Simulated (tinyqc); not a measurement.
Shallow donor in an anisotropic valley (effective-mass theory): one step. Scan over the shape. Three cases, with inputs chosen for the exercise.

Problem. For each ratio b/a = 0.2, 0.3, ..., 0.9 the best scale follows from a = -2 T1/V1, with T1 and V1 taken at a = 1 angstrom.

One valley: H = -c [(d2/dx2 + d2/dy2)/mt + (d2/dz2)/ml] - q/(eps r), c = hbar^2/2m0, q = e^2/(4 pi eps0). Trial function exp(-sqrt((x^2 + y^2)/a^2 + z^2/b^2)) with a > b: T = (c/3)(2/(mt a^2) + 1/(ml b^2)), V = -(q/eps) atan(u/b)/u, u = sqrt(a^2 - b^2). The central cell of the impurity is left out.

Constants: hbar^2/2m0 = 3.80998211 eV angstrom^2; e^2/(4 pi eps0) = 14.39964547 eV angstrom.

Give: Scan.

Case 1.

Values chosen (out of a larger set: near those of GaP; not measured data): ml = 1.983 m0 (longitudinal mass); mt = 0.243 m0 (transverse mass); eps = 11.1 (dielectric constant).

Solution.

Scan:

| b/a | a (angstrom) | b (angstrom) | E (meV) |
|---|---|---|---|
| 0.2 | 29.19 | 5.84 | -31.057 |
| 0.3 | 20.41 | 6.12 | -42.185 |
| 0.4 | 17.62 | 7.05 | -46.566 |
| 0.5 | 16.59 | 8.30 | -47.268 |
| 0.6 | 16.27 | 9.76 | -46.214 |
| 0.7 | 16.28 | 11.39 | -44.382 |
| 0.8 | 16.46 | 13.17 | -42.253 |
| 0.9 | 16.75 | 15.08 | -40.064 |

The best listed ratio is 0.5; (mt/ml)^(1/2) = 0.35 and (mt/ml)^(1/3) = 0.50 are common guesses.

Case 2.

Values chosen (out of a larger set: near those of AlAs; not measured data): ml = 1.078 m0 (longitudinal mass); mt = 0.195 m0 (transverse mass); eps = 9.7 (dielectric constant).

Solution.

Scan:

| b/a | a (angstrom) | b (angstrom) | E (meV) |
|---|---|---|---|
| 0.2 | 40.95 | 8.19 | -25.337 |
| 0.3 | 26.51 | 7.95 | -37.162 |
| 0.4 | 21.72 | 8.69 | -43.232 |
| 0.5 | 19.76 | 9.88 | -45.414 |
| 0.6 | 18.94 | 11.37 | -45.417 |
| 0.7 | 18.66 | 13.07 | -44.293 |
| 0.8 | 18.67 | 14.94 | -42.628 |
| 0.9 | 18.85 | 16.97 | -40.736 |

The best listed ratio is 0.6; (mt/ml)^(1/2) = 0.43 and (mt/ml)^(1/3) = 0.57 are common guesses.

Case 3.

Values chosen (out of a larger set: near those of a group-V donor in Si; not measured data): ml = 0.925 m0 (longitudinal mass); mt = 0.197 m0 (transverse mass); eps = 11.6 (dielectric constant).

Solution.

Scan:

| b/a | a (angstrom) | b (angstrom) | E (meV) |
|---|---|---|---|
| 0.2 | 54.43 | 10.89 | -15.938 |
| 0.3 | 34.17 | 10.25 | -24.108 |
| 0.4 | 27.35 | 10.94 | -28.701 |
| 0.5 | 24.50 | 12.25 | -30.638 |
| 0.6 | 23.22 | 13.93 | -30.980 |
| 0.7 | 22.70 | 15.89 | -30.448 |
| 0.8 | 22.59 | 18.07 | -29.466 |
| 0.9 | 22.72 | 20.44 | -28.273 |

The best listed ratio is 0.6; (mt/ml)^(1/2) = 0.46 and (mt/ml)^(1/3) = 0.60 are common guesses.

Computed by tinyqc, one run a case: `OMP_NUM_THREADS=1 python tinyqc.py N N+1 out.jsonl` with N = 1251734, 1251753, 1251978; one thread of a shared Intel(R) Xeon(R) Processor @ 2.30GHz, about 0.01 s a run at most.
